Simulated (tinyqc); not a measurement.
Four methods from the same start: geometry relaxation of a small cluster. Computed by tinyqc, a small Python program. Command: `OMP_NUM_THREADS=1 python tinyqc.py 3000444 3000445 out.jsonl relax walk`. One thread of a shared host (Intel(R) Xeon(R) Processor @ 2.30GHz), about 0.01 s of CPU time with the checks.

E = sum_(i<j) phi(r_ij), phi(r) = eps [exp(-2 alpha (r - r0)) - 2 exp(-alpha (r - r0))]; the force on i is -sum_j phi'(r_ij) (R_i - R_j)/r_ij.

Inputs (values chosen for the exercise, for model atoms):

| quantity | value | unit |
|---|---|---|
| length r0 | 2.57 | angstrom |
| well depth eps | 0.76 | eV |
| stiffness alpha | 1.59 | 1/angstrom |
| step factor eta | 0.047 | angstrom^2/eV |
| largest number of steps | 500 | - |

Potential: Morse. Method: conjugate gradient.

starting positions (angstrom):
```
           x      y      z
atom 1  0.23  -0.04   0.12
atom 2  2.47  -0.04  -0.11
atom 3  2.45   2.68    0.2
atom 4  0.23   2.32   0.14
atom 5  1.31   1.28   2.01
atom 6   1.3   1.14  -1.72
```

Method:
- Conjugate gradient (Polak-Ribiere): d = F + beta d(old), beta = max(0, F.(F - F(old))/|F(old)|^2), d = F at first; step length from one secant, s = eta (F.d)/(F.d - F(R + eta d).d), replaced by eta if that is not positive; R(new) = R + s d.
- No atom moves more than 0.3 angstrom a step (the whole step is scaled). Stop when the largest force component is below 1e-5 eV/angstrom.
- Hessian at the final positions by central differences of the forces; six eigenvalues vanish (translations and rotations). Steepest descent is stable for eta below 2/lambda_max and contracts the softest mode by 1 - eta lambda_min a step.
- Steepest descent: R(new) = R + eta F.
- BFGS: R(new) = R + B F with the inverse Hessian B = eta 1 at first; with s = R(new) - R, y = F - F(new), rho = 1/(y.s): B(new) = (1 - rho s y^T) B (1 - rho y s^T) + rho s s^T, skipped if y.s is not positive.
- FIRE with unit mass: if F.v > 0, v = (1 - a) v + a |v| F/|F|, and after more than 5 such steps in a row dt = min(1.1 dt, 5 dt0), a = 0.99 a; else v = 0, a = 0.1, and dt = dt/2 (not at the first step). Then v = v + dt F, R(new) = R + dt v. dt0 = sqrt(eta), a = 0.1 at first.
- In this comparison each method may take up to 1500 steps.

contraction of the softest mode = 0.840225

non-zero eigenvalues (eV/angstrom^2): 3.3995  3.3995  4.2117  4.2117  4.2117  9.0653  9.0654  9.0654  13.2771  13.2771  13.2771  16.9975

condition number = 5.00004

Cost:

| method | steps | force calls | final E (eV) | calls to reach 1e-2 |
|---|---|---|---|---|
| steepest descent | 61 | 62 | -9.9078 | 22 |
| conjugate gradient | 13 | 27 | -9.9078 | 15 |
| BFGS | 20 | 21 | -9.9078 | 10 |
| FIRE | 100 | 101 | -9.9078 | 42 |

What follows from these numbers?

In force calls the order is BFGS (21), conjugate gradient (27), steepest descent (62), FIRE (101). All that converged end at the same energy. Near the minimum steepest descent multiplies the slowest mode by 0.840 in size a step, 13 steps a decade of force, at a condition number of 5.0. On this problem it beats FIRE in force calls.

Extremes, crossings and ranges named in words are read from the listed rows.
